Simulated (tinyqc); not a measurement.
## Inverter chain driving a load

N inverters, each f = Hc^(1/N) times larger than the one before: delay tau N (f + pp). Switched capacitance in units of the first input, with output capacitance pp times the input: Hc + (1 + pp)(Hc - 1)/(f - 1).

Parameters, values chosen for the exercise: load over the input capacitance of the chain Hc = 80; parasitic delay of an inverter pp = 1; delay unit tau = 2.5 ps.

Inverter chain driving a load:
```
N	f	delay (ps)	switched capacitance
1	80.000	202.50	82.000
2	8.9443	49.721	99.889
3	4.3089	39.817	127.75
4	2.9907	39.907	159.37
5	2.4022	42.528	192.68
6	2.0758	46.137	226.87
7	1.8701	50.227	261.58
```

What does the table show?

The delay goes from 202 through a minimum of 39.8 (at N = 3 among the rows listed) to 50.2 ps. The best stage effort solves pp + rho (1 - ln rho) = 0, rho = 3.59, which gives N = ln Hc/ln rho = 3.43. One stage fewer than the best costs 25 % in delay and saves 22 % of the switched capacitance.

tinyqc, about 0.01 s, one thread, Intel Xeon 2.30GHz (shared host): `OMP_NUM_THREADS=1 python tinyqc.py 2082153 2082154 out.jsonl`
